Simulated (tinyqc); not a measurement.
Inside a calculation. Model: elastic trap-assisted tunnelling through a dielectric.

Computed by the program tinyqc: `OMP_NUM_THREADS=1 python tinyqc.py 2370076 2370077 out.jsonl`, one thread of a shared Intel Xeon 2.30GHz, about 0.04 s for the whole run. Printed values are rounded.

Emitter at x = 0 (Fermi level 0), collector at x = t (Fermi level -V), band edge U(x) = phi - F x, F = V/t. A trap at x has the energy E = U(x) - Et. With G(u) = (4/(3 F)) sqrt(mo/C) max(u, 0)^1.5, C = hbar^2/(2 m0): S1 = G(phi - E) - G(Et), S2 = G(Et) - G(phi - V - E), T1,2 = exp(-S1,2). The steady rate through one trap is nu T1 T2 (f1 - f2)/(T1 + T2), f1 = f(E), f2 = f(E + V), f(y) = 1/(1 + exp(y/Vt)); both contacts offer states at E.

Parameters, values chosen for the exercise; dielectric values close to those of silicon dioxide:
```
symbol   value   unit                                           meaning
T          300      K                                       temperature
phi       3.08     eV             barrier above the emitter Fermi level
mo        0.49     m0                                   tunnelling mass
t          3.9     nm                                         thickness
Et        2.71     eV  trap depth below the band edge of the dielectric
Nt      1.6e18  cm^-3                                      trap density
nu        1e14    1/s                                 attempt frequency
n            9                                       points of the grid
V         1.91      V                                           voltage
xa        1.25     nm                              left end of the grid
xb        2.26     nm                             right end of the grid
```

Constants: q = 1.602176634e-19 C, kB = 1.380649e-23 J/K, hbar = 1.054571817e-34 J s, m0 = 9.1093837015e-31 kg, Vt = kB T/q, hbar^2/(2 m0) = 0.0380998212 eV nm^2. Results are converted to the units shown.

Range of the model: Phonon-assisted (inelastic) capture, chains of traps and a spread of trap depths are left out.

## Rate through a trap near the best position

n equally spaced x from xa to xb, where nearly all of the current flows; J = q Nt times the integral of the rate, by Simpson's rule.

```
point   x (nm)     E (eV)       S1       S2   f1 - f2  rate (1/s)
0      1.25000  -0.242179  15.5637  27.1724  0.999915     158.167
1      1.37625  -0.304010  17.2218  26.0847  0.999992     469.359
2      1.50250  -0.365840  18.8952  24.9738  0.999999     1422.34
3      1.62875  -0.427670  20.5836  23.8404   1.00000     4264.08
4      1.75500  -0.489500  22.2870  22.6849   1.00000     8412.53
5      1.88125  -0.551330  24.0052  21.5075   1.00000     3470.18
6      2.00750  -0.613160  25.7380  20.3089   1.00000     661.009
7      2.13375  -0.674990  27.4855  19.0893         1     115.638
8      2.26000  -0.736821  29.2474  17.8491         1     19.8614
```

J = 5.87372e-5 A/cm^2

A converged quadrature gives 6.154e-5 A/cm^2; this grid is 4.6 % below that. The rate peaks at x = 1.76 nm; traps sink below the emitter Fermi level beyond x = 0.755 nm.

## The best-placed trap against direct tunnelling

xs = 1.76 nm

At x = xs: E, S1, S2 and the occupation (T1 f1 + T2 f2)/(T1 + T2). Direct tunnelling at E = 0 has S = (4/(3 F)) sqrt(mo/C) [phi^1.5 - max(phi - V, 0)^1.5].

E = -0.491949 eV
S1 = 22.3547
S2 = 22.6386
occupation = 0.570504
S of direct tunnelling = 40.4193

The harder of the two steps has S = 22.6, 56.0 % of the direct exponent: the trap splits one long tunnelling path into two short ones.
